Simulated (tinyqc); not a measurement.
Inside a calculation. Model: band bending at a free surface with one surface level, surface photovoltage and Kelvin probe.

Program tinyqc, `OMP_NUM_THREADS=1 python tinyqc.py 2430170 2430171 out.jsonl`; Intel Xeon 2.30GHz, shared host, one thread, about 0.01 s. Printed values are rounded.

n-type bulk, xi = Ec - EF = Vt ln(Nc/Nd), p0 = ni^2/Nd, ni = sqrt(Nc Nv) exp(-Eg/(2 Vt)), Eg in volts. b is the upward band bending, u = b/Vt. Space charge per area, in units of q: Qc = sign(b) sqrt((2 eps0 eps_r Vt/q) [(Nd + dn)(exp(-u) - 1) + Nd u + (p0 + dn)(exp(u) - 1)]), with dn the excess density under light (flat quasi-Fermi levels; 0 in the dark). The level holds -Ns f, f = 1/(1 + exp((xi + b - Es)/Vt)). Neutrality: Qc + Qf + (charge of the states) = 0.

Inputs (values chosen for the exercise); band and dielectric values close to those of gallium arsenide:
```
symbol,value,unit,meaning
T,300,K,temperature
Eg,1.43,eV,band gap
eps_r,13,,relative permittivity
Nc,4.39e17,cm^-3,conduction-band density of states at T
Nv,9.12e18,cm^-3,valence-band density of states at T
chi,4.06,eV,electron affinity
Nd,7.6e15,cm^-3,donor density
Qf,0,cm^-2,fixed positive charge at the surface
pt,4.93,eV,work function of the probe tip
Ns,2.3e11,cm^-2,density of an acceptor-like surface level
Es,0.32,eV,its depth below the conduction edge
dn,2.7e12,cm^-3,excess carrier density under light
```

Constants: q = 1.602176634e-19 C, kB = 1.380649e-23 J/K, Vt = kB T/q, eps0 = 8.8541878128e-14 F/cm where lengths are in cm. Results are converted to the units shown.

## Bulk quantities

xi, ni, p0, the Debye length sqrt(eps0 eps_r Vt/(q Nd)) and the flat-band work function chi + xi.

xi = 0.1048648 eV
ni = 1.948760e6 cm^-3
p0 = 4.996928e-4 cm^-3
Debye length = 49.43461 nm
chi + xi = 4.164865 eV

## Charges against band bending

| point | b (V) |
|---|---|
| 0 | 0.061 |
| 1 | 0.102 |
| 2 | 0.143 |
| 3 | 0.184 |
| 4 | 0.224 |
| 5 | 0.265 |
| 6 | 0.306 |

Evaluate Qc, the surface charge Qf - Ns f and their sum in the dark; the root lies where the sum changes sign.

| point | Qc (cm^-2) | surface charge (cm^-2) | sum (cm^-2) |
|---|---|---|---|
| 0 | 6.406910e10 | -2.294095e11 | -1.653404e11 |
| 1 | 9.148777e10 | -2.271443e11 | -1.356565e11 |
| 2 | 1.131540e11 | -2.166945e11 | -1.035406e11 |
| 3 | 1.314236e11 | -1.769390e11 | -4.551546e10 |
| 4 | 1.470999e11 | -9.547390e10 | 5.162600e10 |
| 5 | 1.616020e11 | -2.918176e10 | 1.324203e11 |
| 6 | 1.749067e11 | -6.645586e9 | 1.682612e11 |

The sum rises steadily with b, so there is one root; bisection gives b = 0.20396 V.

## Work function and Kelvin-probe reading

converged b = 0.2039642 V

Work function chi + xi + b; contact potential difference CPD = (work function of the sample) - pt. Depth of EF below Ec at the surface: xi + b. Depletion width Qc/Nd.

xi + b = 0.3088290 eV
Qc = 1.394670e11 cm^-2
Qc/Nd = 183.5092 nm
work function = 4.368829 eV
CPD = -561.1710 mV

The level is 60.6 % filled: the Fermi level is pinned at it.

## Surface photovoltage

Under chopped light the surface charge keeps its dark value, so b falls to bL with Qc(bL, dn) = Qc(b, 0); the photovoltage is b - bL. Qc rises with b, so bL follows by bisection.

bL = 0.1897999 V
photovoltage = 14.16433 mV
share of b removed = 6.944517 %
excess holes at the surface, dn exp(bL/Vt) = 4.167367e15 cm^-3
